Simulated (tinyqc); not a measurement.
Estimate of lattice thermal conductivity from elastic moduli (Slack, Klemens and Cahill formulas): one step, computed by the program tinyqc. Command: `OMP_NUM_THREADS=1 python tinyqc.py 3026885 3026886 out.jsonl slack walk`. One thread of a shared host (Intel(R) Xeon(R) Processor @ 2.30GHz), about 0.01 s of CPU time with the checks.

An isotropic solid.

Problem. Velocities, Poisson ratio and Debye temperature. rho = M/V; vL = sqrt((B + 4G/3)/rho), vT = sqrt(G/rho); v_m = [(vL^-3 + 2 vT^-3)/3]^(-1/3); Poisson ratio sigma = (3B - 2G)/(6B + 2G); Theta = hbar v_m (6 pi^2/V)^(1/3)/k_B.

Inputs (values chosen for the exercise, for a model crystal):
```
quantity            value        unit
bulk modulus B        145         GPa
shear modulus G      89.4         GPa
volume per atom V    23.7  angstrom^3
mean atomic mass M    128           u
```

Grueneisen parameter: from the Poisson ratio.

Constants: u = 1.6605390666e-27 kg; hbar = 1.054571817e-34 J s; k_B = 1.380649e-23 J/K.

Give: density rho; vL; vT; v_m; Poisson ratio sigma; Debye temperature Theta.

Solution.

density rho = 8968 kg/m^3

vL = 5428 m/s

vT = 3157 m/s

v_m = 3503 m/s

Poisson ratio sigma = 0.2443

Debye temperature Theta = 363.1 K
